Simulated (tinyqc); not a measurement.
Band edges of strained Si(1-x)Ge(x) on relaxed Si(1-y)Ge(y): one step. Valence edges of the layer. Four cases, with inputs chosen for the exercise.

Question. Give the strain block and the three twofold edges.

Valence edges: Ev plus the levels of the 6 x 6 matrix of X, Y, Z times spin with -Dso/3 + l exx + m (eyy + ezz) on the diagonal (cyclic), n exy off it, l = av + 2 b, m = av - b, n = sqrt(3) d. Spin-orbit term (Dso/3) L.sigma on X, Y, Z with (L_k)_ij = -i epsilon_kij: <X+|H|Y+> = -i Dso/3, <X+|H|Z-> = Dso/3, <Y+|H|Z-> = -i Dso/3, <Z+|H|X-> = -Dso/3, <Z+|H|Y-> = i Dso/3, <X-|H|Y-> = i Dso/3, and their conjugates; + and - are the spin along z.

Give: strain block; edges from the top.

Case 1.

Interpolated values (a in angstrom, C11, C12, C44 in GPa, all else in eV):
```
symbol,layer,buffer
a,5.663000,5.556007
Dso,0.292000,0.185360
av,1.240000,1.777500
b,-2.570000,-2.355000
d,-5.350000,-5.139300
C11,128.100000,143.924000
C12,48.900000,55.049000
C44,66.100000,72.077000
Ev,0.630000,0.359100
ED,0.935000,0.993712
EL,0.737000,1.280520
aD,1.230000,1.449300
aL,-2.610000,-2.949700
XuD,9.560000,9.383700
XuL,14.720000,15.279000
```

strain tensor in the cubic axes:
```
,x,y,z
x,-0.00508994,0.01380333,0.00000000
y,0.01380333,-0.00508994,0.00000000
z,0.00000000,0.00000000,-0.01889327
```

Answer.

strain block (eV), lower triangle:
```
,X,Y,Z
X,-0.0715
Y,-0.1279,-0.0715
Z,0,0,0.0349
```

edges from the top (eV): 0.6765  0.5626  0.2508

The top two edges are split by 114 meV.

Case 2.

Interpolated values (a in angstrom, C11, C12, C44 in GPa, all else in eV):
```
symbol,layer,buffer
a,5.654000,5.581947
Dso,0.291000,0.219370
av,1.230000,1.598300
b,-2.530000,-2.405300
d,-5.310000,-5.162100
C11,127.200000,138.017000
C12,48.500000,52.937000
C44,67.800000,71.164000
Ev,0.710000,0.504100
ED,0.926000,0.954197
EL,0.746000,1.111400
aD,1.270000,1.357000
aL,-2.820000,-2.817100
XuD,9.140000,9.250200
XuL,15.240000,15.512600
```

strain tensor in the cubic axes:
```
,x,y,z
x,-0.00356564,0.00917815,0.00000000
y,0.00917815,-0.00356564,0.00000000
z,0.00000000,0.00000000,-0.01274379
```

Answer.

strain block (eV), lower triangle:
```
,X,Y,Z
X,-0.0477
Y,-0.0844,-0.0477
Z,0,0,0.0220
```

edges from the top (eV): 0.7398  0.6537  0.3722

The top two edges are split by 86 meV.

Case 3.

Interpolated values (a in angstrom, C11, C12, C44 in GPa, all else in eV):
```
symbol,layer,buffer
a,5.461536,5.435000
Dso,0.076240,0.044000
av,2.304000,2.460000
b,-2.172000,-2.120000
d,-4.872800,-4.800000
C11,160.824000,165.400000
C12,61.254000,63.100000
C44,78.136000,79.800000
Ev,0.087100,0.000000
ED,1.096167,1.144000
EL,1.845680,2.010000
aD,1.596700,1.650000
aL,-3.279500,-3.390000
XuD,9.392500,9.360000
XuL,16.097000,16.240000
```

strain tensor in the cubic axes:
```
,x,y,z
x,-0.00485863,0.00000000,0.00000000
y,0.00000000,-0.00485863,0.00000000
z,0.00000000,0.00000000,0.00370107
```

Answer.

strain block (eV), lower triangle:
```
,X,Y,Z
X,0.0047
Y,0,0.0047
Z,0,0,-0.0510
```

edges from the top (eV): 0.0918  0.0648  -0.0132

The top two edges are split by 27 meV.

Case 4.

Interpolated values (a in angstrom, C11, C12, C44 in GPa, all else in eV):
```
symbol,layer,buffer
a,5.666000,5.616440
Dso,0.289000,0.237550
av,1.220000,1.484600
b,-2.590000,-2.487100
d,-5.230000,-5.139700
C11,128.700000,136.617000
C12,48.200000,51.497000
C44,67.600000,69.952000
Ev,0.650000,0.513500
ED,0.930000,0.942621
EL,0.729000,1.002420
aD,1.430000,1.497200
aL,-2.530000,-2.601400
XuD,9.130000,9.067000
XuL,15.520000,15.578800
```

strain tensor in the cubic axes:
```
,x,y,z
x,-0.00874691,0.00000000,0.00000000
y,0.00000000,-0.00874691,0.00000000
z,0.00000000,0.00000000,0.00655169
```

Answer.

strain block (eV), lower triangle:
```
,X,Y,Z
X,0.0263
Y,0,0.0263
Z,0,0,-0.0926
```

edges from the top (eV): 0.6763  0.6090  0.3356

The top two edges are split by 67 meV.

Computed by tinyqc, one run a case: `OMP_NUM_THREADS=1 python tinyqc.py N N+1 out.jsonl` with N = 1080922, 1080962, 1081204, 1081542; one thread of a shared Intel(R) Xeon(R) Processor @ 2.30GHz, about 0.02 s a run at most.
